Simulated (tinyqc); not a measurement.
Worked calculation: correction of a charged-defect supercell by a model charge and potential alignment (plane-averaged potentials). Computed by tinyqc, a small Python program that keeps every step. Command: `OMP_NUM_THREADS=1 python tinyqc.py 3111868 3111869 out.jsonl align walk`. One thread of a shared host (Intel(R) Xeon(R) Processor @ 2.30GHz), about 0.01 s of CPU time with the checks. Intermediate numbers are printed to about 6 digits and carried at full precision; extremes and crossings named in words are read from the listed rows.

The "true" defect charge is (1 - x) q in a Gaussian of width sigma plus x q in one of width sigma_t, so the exact answer is known; the correction sees only a single model Gaussian of width sigma_m. A Gaussian of width s has the transform rho(G) = exp(-G^2 s^2/2), normalised to 1. A uniform background cancels q, so G = 0 is left out. Potentials are those felt by a unit positive charge. E_0 is the formation energy of the isolated defect, E_cell its value in the supercell, E_lat = E_iso - E_per of the model charge, C the true less the model potential far from the defect; the exact correction is E_0 - E_cell, and the error of a scheme is E_cell plus its correction less E_0.

Inputs (values chosen for the exercise, with screening close to that of SiO2):
```
quantity                                     value      unit
defect charge q                                 -2         e
dielectric constant eps                       3.87         -
edge of the cubic cell L                      14.2  angstrom
width sigma of the true defect charge          1.2  angstrom
width sigma_m of the model charge             0.88  angstrom
share x of the charge in a wide tail          0.13         -
width sigma_t of the tail                      2.2  angstrom
formation energy of the isolated defect E_0   5.91        eV
```

Constants: e^2/(4 pi eps_0) = 14.39964548 eV angstrom.

## The supercell energy and its true error

Periodic energy E_per = (2 pi q^2/(eps L^3)) (e^2/(4 pi eps_0)) sum_(G != 0) rho(G)^2/G^2, G = (2 pi/L)(n1, n2, n3), |n_i| <= 16. Isolated energy: two Gaussians of charges q_a, q_b and widths a, b interact by q_a q_b (e^2/(4 pi eps_0 eps)) sqrt(2/pi)/sqrt(a^2 + b^2), and the self-energy is half the sum over pairs. Supercell value E_cell = E_0 + E_per - E_iso for the true charge.

E_iso, true charge = 3.21642 eV

E_per, true charge = 1.79096 eV

E_cell = 4.48455 eV

exact correction = 1.42545 eV

## Lattice energy of the model charge

E_lat = E_iso - E_per for the model charge; point-charge value alpha q^2 e^2/(4 pi eps_0 eps 2 L) with alpha = 2.837297.

E_iso, model = 4.77104 eV

E_per, model = 3.30941 eV

E_lat = 1.46163 eV

point-charge value = 1.48692 eV

## Plane-averaged potentials

Plane-averaged potential at distance z from the defect: V(z) = (4 pi q/(eps L^3)) (e^2/(4 pi eps_0 e)) sum_(m != 0) rho(G_m) cos(G_m z)/G_m^2, G_m = 2 pi m/L, |m| <= 40.

Potentials (V):
```
z/L   z (angstrom)       true      model  difference
0.00          0.00  -0.333455  -0.398626   0.0651710
0.05          0.71  -0.306099  -0.356563   0.0504646
0.10          1.42  -0.234310  -0.255908   0.0215978
0.15          2.13  -0.140604  -0.140569  -0.0000350
0.20          2.84  -0.045073  -0.034529  -0.0105433
0.25          3.55   0.041066   0.055956  -0.0148903
0.30          4.26   0.113311   0.130041  -0.0167305
0.35          4.97   0.170127   0.187665  -0.0175378
0.40          5.68   0.210945   0.228824  -0.0178796
0.45          6.39   0.235510   0.253520  -0.0180100
0.50          7.10   0.243709   0.261752  -0.0180427
```

The difference moves by 0.16 mV between z/L = 0.4 and 0.5: a plateau.

## Alignment and corrected energy

C = difference at z = L/2; E_corr = E_cell + E_lat - q C. For charges that have died out at L/2, C = (2 pi q/(eps L^3)) (e^2/(4 pi eps_0 e)) (<s^2> - sigma_m^2), <s^2> = (1 - x) sigma^2 + x sigma_t^2.

alignment C = -0.0180427 V

C, closed form = -0.0180871 V

E_corr = 5.91009 eV

error with alignment (rounded to 1e-4 meV) = 0.0885 meV

error without alignment = 36.1739 meV

error with the point-charge term alone = 61.4655 meV

error without correction = -1425.45 meV

Errors are measured against E_0. Alignment cuts the error of the model charge from 36 to 0.088 meV.

## Errors against cell size

Schemes: none; point-charge term alpha q^2 e^2/(4 pi eps_0 eps 2 L), alpha = 2.837297; E_lat of the model; E_lat - q C with C at z = L/2.

Error against E_0 (meV):
```
L (angstrom)      none  point charge  model charge  model and alignment
9.94          -1945.15       179.020       105.283              4.30003
12.10         -1645.64        99.337        58.459              0.64974
14.20         -1425.45        61.466        36.174              0.08852
17.00         -1206.19        35.822        21.082              0.00480
```

Between the last two rows the uncorrected error scales as L^-0.93 and the point-charge remainder as L^-3.00. With alignment the error is +4.3 meV in the smallest cell and 0.00 meV in the largest.

Checks made by the program: E_lat against the point-charge value less 2 pi q^2 sigma_m^2 e^2/(4 pi eps_0 eps L^3) (relative difference 2e-07).
